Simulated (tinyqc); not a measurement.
Balance functions: hot carriers by balance equations with a heated Maxwellian. Computed by tinyqc, a small Python program. Command: `OMP_NUM_THREADS=1 python tinyqc.py 3009031 3009032 out.jsonl hot walk`. One thread of a shared host (Intel(R) Xeon(R) Processor @ 2.30GHz), about 0.01 s of CPU time with the checks.

The carriers follow a Maxwellian at an electron temperature T_e, slightly displaced; the drift energy is neglected against k_B T_e. The balance averages the rate, not the time, so mu_0 lies below the relaxation-time value.

Inputs (values chosen for the exercise, modelled on holes in silicon):

| quantity | value | unit |
|---|---|---|
| effective mass m | 0.513 | m_0 |
| density rho | 2329 | kg/m^3 |
| sound velocity v_l | 9010 | m/s |
| acoustic deformation potential D_A | 6 | eV |
| phonon energy hbar w | 65.1 | meV |
| optical or intervalley deformation potential D_o | 9.5 | 1e8 eV/cm |
| final valleys Z_f | 1 | - |
| lattice temperature T | 300 | K |

Band: parabolic. Solver: damped fixed point.

Constants: k_B = 8.617333262e-05 eV/K; k_B = 1.380649e-23 J/K; e = 1.602176634e-19 C; hbar = 1.054571817e-34 J s; m_0 = 9.1093837015e-31 kg; hbar = 6.582119569e-16 eV s.

Method:
- Parabolic band: E = hbar^2 k^2/(2 m), speed v = hbar k/m, states per spin, volume and energy g(E) = m k/(2 pi^2 hbar^2). Masses are multiplied by m_0 and all formulas are in SI units.
- Phonon occupation N_q = 1/(exp(hbar w/(k_B T)) - 1).
- Acoustic deformation potential (elastic, equipartition, absorption and emission together): 1/tau = 2 pi k_B T D_A^2 g(E)/(hbar rho v_l^2).
- Optical or intervalley deformation potential: 1/tau = (pi Z_f D_o^2/(rho w)) [N_q g(E + hbar w) + (N_q + 1) g(E - hbar w)], with g = 0 below the band edge.
- Averages over the Maxwellian, <y> = int y x^(1/2) exp(-x) dx / int x^(1/2) exp(-x) dx with x = E/(k_B T_e), split at x_0 = hbar w/(k_B T_e): 64 Gauss-Legendre points in sqrt(x) below it and 128 in sqrt(x - x_0) above it, up to x = 32. Momentum balance: mu(T_e) = e/(m nu), nu = <x (sum of rates)>/<x>. Power lost per carrier: P(T_e) = hbar w <emission rate - absorption rate> + <(2 m v_l^2/(k_B T)) (E - 2 k_B T) acoustic rate>.
- The field that sustains T_e follows from e mu F^2 = P.

Against the electron temperature:

| T_e (K) | mu (cm^2/(V s)) | P optical (1e9 eV/s) | P acoustic (1e9 eV/s) | F (kV/cm) | drift velocity (1e7 cm/s) |
|---|---|---|---|---|---|
| 330 | 621.31 | 11.76 | 1.6980e-01 | 4.382 | 0.2723 |
| 390 | 521.86 | 37.21 | 5.5378e-01 | 8.507 | 0.4439 |
| 480 | 426.06 | 77.57 | 1.2287e+00 | 13.600 | 0.5794 |
| 600 | 349.26 | 131.38 | 2.2896e+00 | 19.563 | 0.6833 |
| 900 | 254.82 | 253.92 | 5.6083e+00 | 31.914 | 0.8132 |
| 1500 | 181.91 | 447.08 | 1.4481e+01 | 50.372 | 0.9163 |
| 2400 | 138.08 | 660.68 | 3.2054e+01 | 70.831 | 0.9780 |
| 3600 | 110.44 | 876.49 | 6.1691e+01 | 92.169 | 1.0179 |

What does the comparison show, and why?

Optical phonons take 99 % of the power in the first row and 93 % in the last. The velocity grows as F^0.74 at first and as F^0.15 at the end, so it levels off; if optical phonons alone set both balances the limit at high T_e would be sqrt(3 hbar w tanh(hbar w/2 k_B T)/(4 m)) = 1.19 in the same unit. Rows above 1400 K (k_B T_e > 0.12 eV) stretch the parabolic band.
